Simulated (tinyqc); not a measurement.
# Mobility and doping from two currents

Problem. A trap-free film with injecting contacts is fitted, with diffusion neglected, by J = q mu N V/Lf + (9/8) eps0 eps_r mu V^2/Lf^3. Find mu, N and the voltage at which both terms are equal.

Parameters, values chosen for the exercise:
- eps_r = 11.1 (relative permittivity)
- Lf = 310 nm (film thickness)

Constants: q = 1.602176634e-19 C, eps0 = 8.8541878128e-14 F/cm where lengths are in cm. Results are converted to the units shown.

J at 3.5 and 8 V (A/cm^2): 13709.242  50040.927

Answer. J/V is a straight line in V: the slope gives mu and the intercept mu N.

mu = 14.00 cm^2/(V s)
N = 2.900e16 cm^-3
crossover voltage = 4.038 V

Computed by the program tinyqc: `OMP_NUM_THREADS=1 python tinyqc.py 2730070 2730071 out.jsonl`, one thread of a shared Intel Xeon 2.30GHz, about 1 s for the whole run.
